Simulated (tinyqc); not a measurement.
Strain, valley repopulation and piezoresistance in a many-valley conduction band: one step, computed by the program tinyqc. Command: `OMP_NUM_THREADS=1 python tinyqc.py 3007686 3007687 out.jsonl valleys walk`. One thread of a shared host (Intel(R) Xeon(R) Processor @ 2.30GHz), about 0.03 s of CPU time with the checks.

Valleys are ellipsoids with mass m_l along the axis a and m_t across it, parabolic, with one constant relaxation time; strain shifts the valleys and leaves the masses alone. Currents are taken along [100], in the plane, and along [001], across the plane.

Problem. Strain. Compliances S11 = (C11 + C12)/((C11 - C12)(C11 + 2 C12)), S12 = -C12/((C11 - C12)(C11 + 2 C12)), S44 = 1/C44; stress sigma_xx = sigma_yy = X, all else 0; e_xx = S11 sigma_xx + S12 (sigma_yy + sigma_zz), e_xy = S44 sigma_xy/2 (tensor strain).

Inputs (values chosen for the exercise, modelled on silicon): C11 = 167 GPa; C12 = 64.6 GPa; C44 = 79.2 GPa; stress X (tension positive) = -36 MPa.

Valley axes: <100> (6 valleys in 3 pairs). Load: biaxial in the (001) plane.

Give: strain tensor.

Solution.

strain tensor (%), rows x, y, z:
$$\begin{pmatrix}
-0.01982 & 0.00000 & 0.00000 \\
0.00000 & -0.01982 & 0.00000 \\
0.00000 & 0.00000 & 0.01533
\end{pmatrix}$$
